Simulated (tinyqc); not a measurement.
Barrier and mass from two Fowler-Nordheim currents.

Problem. Fowler-Nordheim tunnelling through a dielectric follows J = A F^2 exp(-B/F), A = q^2 me/(16 pi^2 hbar m1 phi1) (A/V^2 with phi1 in volts), B = (4/3) sqrt(m1/C) phi1^1.5 (V/nm), C = hbar^2/(2 m0). Find B, A, phi1 and m1.

Parameters, values chosen for the exercise:
- me = 1 m0 (emitter mass in the supply function)

Constants: q = 1.602176634e-19 C, hbar = 1.054571817e-34 J s, m0 = 9.1093837015e-31 kg, hbar^2/(2 m0) = 0.0380998212 eV nm^2. Results are converted to the units shown.

J at F = 0.77 and 1.14 V/nm (A/cm^2): [4.4521531e-7, 0.038138618]

Solution. The slope of ln(J/F^2) against 1/F is -B and the intercept gives A. A fixes the product m1 phi1, and B = (4/3) phi1 sqrt(m1 phi1/C) then gives phi1.

B = 25.1 V/nm
A = 1.06e-6 A/V^2
phi1 = 3.04 eV
m1 = 0.480 m0

Numbers from tinyqc (`OMP_NUM_THREADS=1 python tinyqc.py 2540125 2540126 out.jsonl`; about 0.05 s on one thread of a shared Intel Xeon 2.30GHz).
